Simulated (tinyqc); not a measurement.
Worked calculation: kinetics of strain relaxation and threading dislocations in mismatched semiconductor layers. Computed by tinyqc, a small Python program that keeps every step. Command: `OMP_NUM_THREADS=1 python tinyqc.py 3022491 3022492 out.jsonl threading walk`. One thread of a shared host (Intel(R) Xeon(R) Processor @ 2.30GHz), about 0.01 s of CPU time with the checks. Intermediate numbers are printed to about 5 digits and carried at full precision; extremes and crossings named in words are read from the listed rows.

60-degree dislocations on {111} planes of a (001) layer, isotropic elasticity. The Schmid factor is 1/sqrt(6), and a misfit segment relieves strain with b/2.

Inputs (values chosen for the exercise, modelled on Si(0.7)Ge(0.3) on Si):
```
quantity                                     value          unit
misfit f                                    0.0117             -
shear modulus G                               60.7           GPa
Poisson ratio nu                              0.27             -
Burgers vector b                              3.89      angstrom
glide activation energy Q                     2.03            eV
velocity prefactor v0                        23000   m/s per MPa
layer thickness h                               62            nm
anneal temperature T                           857             K
anneal time t                                 1700             s
initial thread density rho_0                 94000        1/cm^2
multiplication constant delta                44000           1/m
grading rate (misfit per thickness) R_f      0.016  1/micrometre
growth temperature of the buffer T_g           956             K
growth rate R_g                               0.11          nm/s
reaction radius r_A                             15            nm
final thickness of a thick uniform layer H     3.5    micrometre
aspect ratio of a trench                      0.56             -
```

Sources: fixed density of threads.

Constants: k_B = 8.617333262e-05 eV/K.

## Excess stress and glide velocity at the start

Excess resolved stress tau = (1/sqrt 6) [2 G (1 + nu)/(1 - nu)] (e - e_eq), e_eq = b (1 - nu/4) [ln(h/b) + 1]/(4 pi (1 + nu) h), the Matthews-Blakeslee strain of an uncapped layer; glide velocity v = v0 tau exp(-Q/(k_B T)), tau in MPa.

equilibrium strain e_eq = 0.0022257

excess stress tau = 816.90 MPa

mobility v/tau = 2.6538e-08 m/s per MPa

initial velocity = 21.679 micrometre/s

The layer carries 5.3 times its equilibrium strain. In the anneal time a thread would run 37000 micrometre at this speed.

## Relaxation in the anneal

Threads run in two directions, so de/dt = -(b/4) rho v, with rho fixed. With x = e - e_eq, x0 = f - e_eq (fully strained at t = 0) and v = m S x (m the mobility, S x = tau): x = x0 exp(-t/t_r), t_r = 4/(b rho_0 m S). The half time is that at which x = x0/2.

strain left e = 0.0088649

share of the excess strain relieved = 29.924 %

thread density = 94000 1/cm^2

half time = 3313.8 s

Relaxation is under way. The misfit lines laid down are 0.069 micrometre apart. Caution: blocking of threads by crossing misfit lines, left out here, leaves real layers with more strain.

## Anneal temperature

The formulas are those given above.

After the time t:
```
T (K)  first velocity (micrometre/s)  relieved (%)  threads (1/cm^2)  half time (s)
750                       4.2943e-01         0.702             94000     1.6728e+05
779                       1.3827e+00         2.242             94000     5.1956e+04
815                       5.2581e+00         8.263             94000     1.3662e+04
844                       1.4196e+01        20.773             94000     5.0605e+03
878                       4.1837e+01        49.654             94000     1.7171e+03
902                       8.5428e+01        75.372             94000     8.4091e+02
934                       2.0903e+02        96.757             94000     3.4368e+02
989                       8.4988e+02       100.000             94000     8.4527e+01
```

The half time follows exp(Q/(k_B T)), a decade for each 75 K near 878 K. Relief goes from 21 % at 844 K to 75.4 % at 902 K: with a fixed density the onset is gradual, and more threads relax the layer sooner. Caution: rows with more than 50 % relieved leave out blocking by crossing misfit lines, which slows real layers.

## Graded buffer

In steady grading, strain is fed at R_f R_g and relieved at (b/4) rho v. As a glide-limited estimate, the driving stress is taken as the mean stress of the strained top zone, whose depth z solves R_f z/2 = e_eq(z), with strain R_f z at the surface; tau_g = S R_f z/2 is its mean; then rho = 4 R_f R_g/(b m tau_g), m = v0 exp(-Q/(k_B T_g)), S = (1/sqrt 6) 2 G (1 + nu)/(1 - nu), e_eq(z) = b (1 - nu/4) [ln(z/b) + 1]/(4 pi (1 + nu) z).

depth z of the strained zone = 139.86 nm

stress tau_g = 96.473 MPa

thread density of the buffer = 41031 1/cm^2

buffer thickness f/R_f = 0.73125 micrometre

Raising T_g by 50 K would lower this density by a factor 3.4: fast glide lets few threads do the work. Caution: real buffers seldom go below 1e5 /cm^2, as pile-ups and nucleation take over; this value is a lower bound.

## Thick uniform layer and trapping in a trench

A separate case, a thick relaxed layer. Pair reactions during growth: d rho/dh = -K rho^2 with K = 2 r_A tan(psi) and threads inclined by psi = 45 degrees (the <110> lines of {111} planes), so rho = 1/(K H) for a layer that starts with far more threads than that, as highly mismatched layers do. In a trench along [110] a thread on {111} rises at 54.74 degrees across the width, and leaves through the wall below the height w tan(54.74 degrees) = sqrt(2) w; the share of threads, evenly spread over the floor, that reach the top is max(0, 1 - a/sqrt 2) for the aspect ratio a.

thread density at H = 9.5238e+08 1/cm^2

share that reaches the top = 0.60402

The trench is too shallow to trap all. Thickness alone needs 3300 micrometre for 1e6 /cm^2. Caution: at this small misfit a layer may start with fewer threads than 1/(K H), which is then only an upper bound.

Checks made by the program: strain against numerical integration (relative difference below 1e-10).
